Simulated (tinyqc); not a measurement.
From results back to parameters: heavy doping: gap narrowing, degeneracy and the minority density. Four cases, with inputs chosen for the exercise.

Problem. Narrowing at two dopings was computed from hidden E0 and N0, with N0 below Na.

Empirical narrowing (Slotboom form, constants chosen for the exercise; published fits of this form give the apparent narrowing, here it is taken as the true one): dEg = E0 [ln(N/N0) + sqrt(ln(N/N0)^2 + C)].

Find: N0; E0.

Method. The ratio dEg(Nb)/dEg(Na) depends on N0 alone and rises steadily with it; solve for ln N0 by bisection, then E0 from either value.

Case 1.

Values chosen (out of a larger set: gap and densities of states near those of Ge at this temperature; narrowing constants of the size fitted for Si, not for this material; not measured data): C = 0.5 (smoothing constant); Na = 1.3e+18 1/cm^3; Nb = 3.9e+19 1/cm^3.

dEg(Na) = 41.6008 meV
dEg(Nb) = 101.1143 meV

Solution.

N0 = 1.3e+17 1/cm^3
E0 = 8.83 meV

Case 2.

Values chosen (out of a larger set: gap and densities of states near those of GaAs at this temperature; narrowing constants of the size fitted for Si, not for this material; not measured data): C = 0.5 (smoothing constant); Na = 9.9e+17 1/cm^3; Nb = 3e+19 1/cm^3.

dEg(Na) = 36.4654 meV
dEg(Nb) = 88.7875 meV

Solution.

N0 = 9.9e+16 1/cm^3
E0 = 7.74 meV

Case 3.

Values chosen (out of a larger set: gap and densities of states near those of Si at this temperature; narrowing constants near the fits for Si; not measured data): C = 0.5 (smoothing constant); Na = 1.5e+18 1/cm^3; Nb = 4.5e+19 1/cm^3.

dEg(Na) = 32.9320 meV
dEg(Nb) = 80.0441 meV

Solution.

N0 = 1.5e+17 1/cm^3
E0 = 6.99 meV

Case 4.

Values chosen (out of a larger set: gap and densities of states near those of Si at this temperature; narrowing constants near the fits for Si; not measured data): C = 0.5 (smoothing constant); Na = 1.4e+18 1/cm^3; Nb = 4.2e+19 1/cm^3.

dEg(Na) = 28.0322 meV
dEg(Nb) = 68.1348 meV

Solution.

N0 = 1.4e+17 1/cm^3
E0 = 5.95 meV

Computed by tinyqc, one run a case: `OMP_NUM_THREADS=1 python tinyqc.py N N+1 out.jsonl` with N = 1680402, 1680404, 1680409, 1680422; one thread of a shared Intel(R) Xeon(R) Processor @ 2.30GHz, about 0.01 s a run at most.
